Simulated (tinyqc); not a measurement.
Worked calculation: Ewald sum of point charges, displaced rock salt lattice. Computed by tinyqc, a small Python program that keeps every step. Command: `OMP_NUM_THREADS=1 python tinyqc.py 25196 25197 out.jsonl` (the two numbers bound the seeds that draw the settings). One thread of a shared host (Intel(R) Xeon(R) Processor @ 2.60GHz), about 0.03 s of CPU time with the checks.

## Ewald sum with eta = 0.3 1/bohr

cell vectors (rows) (bohr):
```
          1         2         3
1  0.000000  6.055000  6.055000
2  6.055000  0.000000  6.055000
3  6.055000  6.055000  0.000000
```

Charges:
```
q                f1        f2        f3
1.000000   0.000000  0.000000  0.000000
-1.000000  0.490000  0.520000  0.500000
```

Real space: 1/2 sum q_i q_j erfc(eta r)/r over all images with r > 0; reciprocal space: (2 pi/V) sum_(G != 0) exp(-G^2/4 eta^2)/G^2 |S(G)|^2 with S(G) = sum q exp(i G.r); self term -eta/sqrt(pi) sum q^2; background -pi Q^2/(2 V eta^2), Q the total charge.

Real-space shells (first ones):
```
r (bohr)   pairs  sum (hartree)
5.934518       2      -0.001990
5.995979       4      -0.003657
6.117049       4      -0.003091
6.176694       2      -0.001421
8.563063      24       0.000393
10.347852      2      -1.09e-06
10.418472      4      -1.89e-06
10.488616      4      -1.64e-06
10.558295      4      -1.42e-06
10.627517      2      -6.13e-07
12.110000     12       1.38e-07
13.404134      4      -1.93e-09
```

Reciprocal shells (first ones that count):
```
G^2 (1/bohr^2)  vectors  sum (hartree)
0.807593              8       0.059410
1.076791              6       0.000031
2.153582             12       3.13e-06
2.961175             24       0.000122
3.230373              8       1.05e-07
4.307164              6       3.95e-09
5.114758             24       1.78e-07
5.383955             24       7.92e-10
7.268340             32       4.19e-10
```

## The total does not depend on eta

The same sums for other eta.

Totals (hartree per cell):
```
eta            real  reciprocal       self  background        total
0.300000  -0.009772    0.059567  -0.338514    0.000000  -0.28871885
0.437000  -0.000184    0.204567  -0.493102    0.000000  -0.28871885
0.528000  -0.000006    0.307072  -0.595784    0.000000  -0.28871885
```

shortest distance = 5.934518 bohr

Madelung constant -E d / (formula units |q+ q-|) = 1.713407
